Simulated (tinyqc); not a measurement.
Changing the uniaxial anisotropy K_u: domain walls in a thin film with perpendicular anisotropy: Bloch, Neel and chiral walls, motion and stripe domains. Computed by tinyqc, a small Python program. Command: `OMP_NUM_THREADS=1 python tinyqc.py 3025760 3025761 out.jsonl mwall sweep`. One thread of a shared host (Intel(R) Xeon(R) Processor @ 2.30GHz), about 0.03 s of CPU time with the checks.

One-dimensional wall: polar angle theta(x), azimuth phi of the moment in the wall (phi = 0 Neel, 90 degrees Bloch). mu_0 = 1.25663706212e-6 T m/A, gamma = 1.76085963023e11 rad/(s T).

Inputs (values chosen for the exercise, for a model film): saturation magnetisation M_s = 967 kA/m; exchange stiffness A = 13 pJ/m; DMI constant D = 0.045 mJ/m^2; thickness t = 1.8 nm.

Method:
- K_eff = K_u - mu_0 M_s^2/2; Delta = sqrt(A/K_eff); sigma_0 = 4 sqrt(A K_eff); profile theta = 2 arctan exp(x/Delta); quality factor Q = 2 K_u/(mu_0 M_s^2).
- sigma(phi) = sigma_0 + 2 Delta K_D cos^2(phi) - pi D cos(phi), with the wall shape anisotropy K_D = N_x mu_0 M_s^2/2, N_x = t ln 2/(pi Delta). The minimum has cos(phi) = D/D_N for D < D_N = 4 Delta K_D/pi and phi = 0 beyond; sigma turns negative at D_c = (sigma_0 + 2 Delta K_D)/pi.
- Dipolar length l = sigma/(mu_0 M_s^2); for t much smaller than the period the domain width is w = 0.955 t exp(pi l/t) (Kaplan and Gehring), given as log10 of w in nm.

One run for each value; columns: (1) uniaxial anisotropy K_u (kJ/m^3); (2) width parameter Delta (nm); (3) wall energy sigma (mJ/m^2); (4) D_c (mJ/m^2); (5) log10 of the domain width in nm; (6) K_eff (kJ/m^3):
```
(1)      (2)     (3)     (4)     (5)     (6)
628   17.924   2.890  1.0720   2.100    40.5
773    8.372   6.200  2.1256   4.235   185.5
918    6.272   8.280  2.7876   5.576   330.5
1060   5.245   9.903  3.3040   6.623   472.5
1210   4.570  11.368  3.7705   7.568   622.5
1350   4.129  12.583  4.1571   8.352   762.5
1500   3.775  13.766  4.5338   9.115   912.5
1640   3.515  14.785  4.8582   9.772  1052.5
1790   3.288  15.804  5.1826  10.430  1202.5
```

Over the rows, width parameter Delta (nm) falls from 17.9 to 3.29 (exponent d ln y / d ln x -3.7 between the first rows and -0.76 between the last); wall energy sigma (mJ/m^2) rises from 2.89 to 15.8 (exponent d ln y / d ln x 3.7 between the first rows and 0.76 between the last); D_c (mJ/m^2) rises from 1.07 to 5.18 (exponent d ln y / d ln x 3.3 between the first rows and 0.74 between the last).

Caution (rows 628): the domains are not wide against the wall, so the thin-wall formula fails. Caution (rows 1640, 1790): the formula for N_x assumes a film much thinner than the wall width.

Extremes, crossings and ranges named in words are read from the listed rows.
